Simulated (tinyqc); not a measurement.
Pariser-Parr-Pople SCF with singles CI, for the molecule C=Cc1cccc(Cl)c1 (SMILES; centres numbered as the heavy atoms are written), step by step. One step of it, computed by the program tinyqc.

Problem. Singles CI, singlets. Over the 4 single excitations with the smallest orbital gaps: A = (e_a - e_i) delta + 2 (ia|jb) - (ij|ab), with (pq|rs) = sum c_mp c_mq gamma_mn c_nr c_ns. f = 2/3 w |mu|^2 in atomic units, mu = sqrt2 sum c_ia sum_m c_mi c_ma R_m.

orbital energies (eV): -15.449399  -13.903598  -12.571959  -10.969808  -10.303686  -0.685727  0.407163  1.820530  4.182683

coefficients:
```
          MO1        MO2        MO3        MO4        MO5        MO6        MO7        MO8
1C   0.110158  -0.216279   0.396007  -0.176105   0.503947   0.546210  -0.012757  -0.424107
2C   0.217939  -0.322651   0.464559  -0.130413   0.338739  -0.377573   0.023699   0.530241
3C   0.402261  -0.365298   0.216340   0.094086  -0.379406  -0.393054  -0.012854  -0.336952
4C   0.318481  -0.294350  -0.170490  -0.372468  -0.392207   0.297678  -0.493093   0.024950
5C   0.300379  -0.131877  -0.447372  -0.424702   0.078765   0.158558   0.516467   0.304742
6C   0.335718   0.065457  -0.444240  -0.010415   0.449694  -0.408113  -0.025471  -0.458250
7C   0.434765   0.245098  -0.125421   0.404439   0.248415   0.162807  -0.492729   0.342359
8Cl  0.372020   0.736178   0.366485  -0.364182  -0.175084  -0.039789   0.109867  -0.068654
9C   0.383106  -0.072989   0.062942   0.572464  -0.180902   0.310167   0.483457  -0.005861

           MO9
1C    0.144628
2C   -0.276683
3C    0.486772
4C   -0.397400
5C    0.347731
6C   -0.325773
7C    0.351281
8Cl  -0.060672
9C   -0.391831
```

repulsion gamma_rs (eV):
```
            1C         2C         3C         4C         5C         6C         7C        8Cl
1C   11.130000   7.552098   5.238975   3.670089   2.868972   2.763568   3.276892   2.776548
2C    7.552098  11.130000   7.554401   5.239934   3.670608   3.276952   3.670525   2.883502
3C    5.238975   7.554401  11.130000   7.554730   5.239934   4.668972   5.239789   3.700694
4C    3.670089   5.239934   7.554730  11.130000   7.554401   5.239789   4.669146   3.298458
5C    2.868972   3.670608   5.239934   7.554401  11.130000   7.554586   5.240118   3.700887
6C    2.763568   3.276952   4.668972   5.239789   7.554586  11.130000   7.554730   5.328850
7C    3.276892   3.670525   5.239789   4.669146   5.240118   7.554730  11.130000   7.828022
8Cl   2.776548   2.883502   3.700694   3.298458   3.700887   5.328850   7.828022  13.000000
9C    4.668858   5.239789   7.554586   5.240118   4.669283   5.239934   7.554401   5.328504

            9C
1C    4.668858
2C    5.239789
3C    7.554586
4C    5.240118
5C    4.669283
6C    5.239934
7C    7.554401
8Cl   5.328504
9C   11.130000
```

Centres (angstrom, eV; a flat drawing with bonds scaled to 1.40 angstrom):
```
centre          x          y  core charge z          W   gamma_rr
1C       2.878000  -1.051000              1  11.160000  11.130000
2C       2.281000   0.216000              1  11.160000  11.130000
3C       0.886000   0.332000              1  11.160000  11.130000
4C       0.289000   1.598000              1  11.160000  11.130000
5C      -1.106000   1.714000              1  11.160000  11.130000
6C      -1.904000   0.564000              1  11.160000  11.130000
7C      -1.307000  -0.702000              1  11.160000  11.130000
8Cl     -2.105000  -1.852000              2  26.000000  13.000000
9C       0.088000  -0.818000              1  11.160000  11.130000
```

Give: singlet CI matrix; singlet excitation energies; oscillator strengths.

Solution.

singlet CI matrix (eV):
```
         5>6      4>6      5>7      4>7
5>6   5.2322   0.2187  -0.1595   0.5597
4>6   0.2187   5.8042  -0.6911   0.0180
5>7  -0.1595  -0.6911   6.1676  -0.1008
4>7   0.5597   0.0180  -0.1008   6.4701
```

singlet excitation energies (eV): 4.9659  5.2957  6.5285  6.8840

oscillator strengths: 0.4389  0.0177  0.9594  0.8805
